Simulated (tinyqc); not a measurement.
Schottky diode by the thermionic emission-diffusion theory: effect of the doping.

Metal on an n-type semiconductor with one parabolic valley; V > 0 is forward bias (metal positive). The band bends as a parabola over the depletion layer, by Vd = Vbi - V; no image force. Carriers drift and diffuse up to the interface and leave it with the velocity vR.

A* = 4 pi q me m0 kB^2/h^3 (times 1e-4 for A/(cm^2 K^2)); Nc = 2 (2 pi me m0 kB T/h^2)^1.5 (times 1e-6 for cm^-3); Vbi = phi - Vt ln(Nc/Nd); vR = A* T^2/(q Nc). LD = sqrt(eps0 eps_r Vt/(q Nd)), a = sqrt((Vbi - V)/Vt), D(a) = exp(-a^2) int_0^a exp(s^2) ds (Dawson), vD = mun Vt/(sqrt(2) LD D(a)). J = q Nc [vR vD/(vR + vD)] exp(-phi/Vt) [exp(V/Vt) - 1].

Parameters, values chosen for the exercise; band and dielectric values close to those of In0.53Ga0.47As: temperature T = 200 K; electron mass me = 0.0416 m0; relative permittivity eps_r = 13.9; electron mobility mun = 11000 cm^2/(V s); barrier height seen from the metal phi = 0.45 eV; bias V = 0.11 V.

Constants: q = 1.602176634e-19 C, kB = 1.380649e-23 J/K, h = 6.62607015e-34 J s, m0 = 9.1093837015e-31 kg, Vt = kB T/q, eps0 = 8.8541878128e-14 F/cm where lengths are in cm. Results are converted to the units shown.

The same in every row: vR (cm/s) = 1.0769e7.

Results:
```
Nd (cm^-3)  vD (cm/s)  vD/(vR + vD)  J (A/cm^2)
1.1e14       2.6423e7       0.71045   3.8383e-4
2.6e14       4.2103e7       0.79632   4.3022e-4
6.2e14       6.7242e7       0.86196   4.6568e-4
1.5e15       1.0799e8       0.90932   4.9127e-4
3.4e15       1.6719e8       0.93949   5.0757e-4
1.9e16       4.1717e8       0.97483   5.2666e-4
```

Estimate the missing row, Nd = 8e15 cm^-3.

Computed row:
```
Nd (cm^-3)  vD (cm/s)  vD/(vR + vD)  J (A/cm^2)
8e15         2.6364e8       0.96076   5.1906e-4
```

With this row back in the table: vD rises from 2.64e7 to 4.17e8 cm/s, as Nd^(0.54) at fixed mobility, and J rises from 3.84e-4 to 5.27e-4 A/cm^2, while the pure emission value 5.40e-4 A/cm^2 does not depend on Nd. In 6 of the 7 rows vD exceeds 3e7 cm/s, beyond usual saturation velocities, since the low-field mobility is used at the surface field.

Program tinyqc, `OMP_NUM_THREADS=1 python tinyqc.py 2640090 2640091 out.jsonl`; Intel Xeon 2.30GHz, shared host, one thread, about 0.01 s.
